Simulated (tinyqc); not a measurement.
Series resistance and mobility from two gate lengths.

Inverse problem. At small Vds the total resistance times width is 2 Rs + L/(mu Q), with the same mu and Q at both lengths. Find mu and Rs.

total resistance at L = 40 and 250 nm (ohm um): [331.57088, 1337.3180]
Q = 1.74 uC/cm^2

Answer. The slope against L is 1/(mu Q), and the intercept at L = 0 is 2 Rs.

mu = 120.0 cm^2/(V s)
Rs = 70.00 ohm um

Computed by the program tinyqc: `OMP_NUM_THREADS=1 python tinyqc.py 2380112 2380113 out.jsonl`, one thread of a shared Intel Xeon 2.30GHz, about 0.01 s for the whole run.
